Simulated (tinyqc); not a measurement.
# Off-state leakage of single and stacked transistors: effects of single changes

n-channel devices of unit width. Subthreshold current I(Vg, Vs, Vd) = I0 (T/300 K)^0.5 exp[(Vg - Vs - VT(T) - gb (Vs - Vb) + dd (Vd - Vs))/(nf Vt)] (1 - exp(-(Vd - Vs)/Vt)), VT(T) = VT - cT (T - 300 K). Gate-edge tunnelling Ig (Vd/1 V) exp(ag (Vd - 1 V)), for a gate at 0 V, and band-to-band leakage Ab u exp(-Bb/u), u = Vd - Vb + 1 V, flow at a drain held at V; both are taken as independent of T. In a stack of off transistors (all gates at 0 V) the same subthreshold current passes through each.

Inputs (values chosen for the exercise); values of the order met in bulk silicon logic transistors:

| symbol | value | unit | meaning |
|---|---|---|---|
| T | 330 | K | temperature |
| V | 1.1 | V | supply voltage |
| VT | 0.49 | V | threshold at 300 K, zero drain and body bias |
| cT | 0.8 | mV/K | fall of the threshold with temperature |
| I0 | 0.28 | uA/um | current at threshold at 300 K |
| nf | 1.44 |  | slope factor |
| dd | 0.13 |  | drain-induced lowering per volt |
| gb | 0.13 |  | rise of the threshold per volt of source-body bias |
| Ig | 4e-5 | uA/um | gate-edge tunnelling current at 1 V |
| ag | 5.2 | 1/V | exponential slope of the gate current |
| Ab | 30 | uA/(um V) | prefactor of band-to-band leakage at the drain |
| Bb | 25 | V | its exponential voltage |
| Vb | 0 | V | body voltage |

Constants: q = 1.602176634e-19 C, kB = 1.380649e-23 J/K, Vt = kB T/q. Results are converted to the units shown.

Each table varies one quantity; the others keep the values above.

## Subthreshold current against the height of the stack

All n gates at 0 V, bottom source at 0 V, top drain at V; node voltages follow from equal currents.

Subthreshold current against the height of the stack:
```
n,I (nA/um),reduction factor,drain voltage of the bottom device (mV),source voltage of the top device (mV),voltage across the top device (V)
1,0.1102,1.000,1100,0,1.100
2,0.004540,24.28,103.7,103.7,0.9963
3,0.002188,50.37,26.09,127.4,0.9726
4,0.001442,76.41,15.00,140.9,0.9591
5,0.001076,102.4,10.56,150.4,0.9496
6,8.587e-4,128.4,8.159,157.8,0.9422
```

Read the table: what changes, and by how much?

The second transistor cuts the current by a factor of 24.3, the third by a further 2.07 and the sixth by 1.25. The top device keeps 85.7 % of the supply at n = 6, while the drain voltage of the bottom one falls to 0.287 Vt.

## Leakage components against the threshold

Same model as above.

One transistor with Vg = Vs = 0, Vd = V; stack factor I(one)/I(two in series).

The same in every row: gate edge (nA/um) = 0.074009; band-to-band (nA/um) = 0.42576; stack factor = 24.276.

Leakage components against the threshold:
```
VT (V),subthreshold (nA/um),total (nA/um),largest part
0.15,444.78,445.28,subthreshold
0.2,131.18,131.68,subthreshold
0.25,38.689,39.189,subthreshold
0.3,11.411,11.910,subthreshold
0.35,3.3654,3.8651,subthreshold
0.4,0.99255,1.4923,subthreshold
0.45,0.29273,0.79251,band-to-band
0.5,0.086336,0.58611,band-to-band
0.55,0.025463,0.52524,band-to-band
0.6,0.0075099,0.50728,band-to-band
```

As VT goes from 0.15 to 0.6, the total leakage falls from 445 to 0.507 nA/um. The subthreshold part leads at VT = 0.15, the band-to-band part from 0.45 on. The reduction by a stack of two stays at 24.3, for the subthreshold part alone. For VT = 0.15, 0.2, 0.25 the gate is within about 3 nf Vt of threshold, where the exponential law overstates the current.

Program tinyqc, `OMP_NUM_THREADS=1 python tinyqc.py 2242255 2242256 out.jsonl`; Intel Xeon 2.30GHz, shared host, one thread, about 0.03 s.
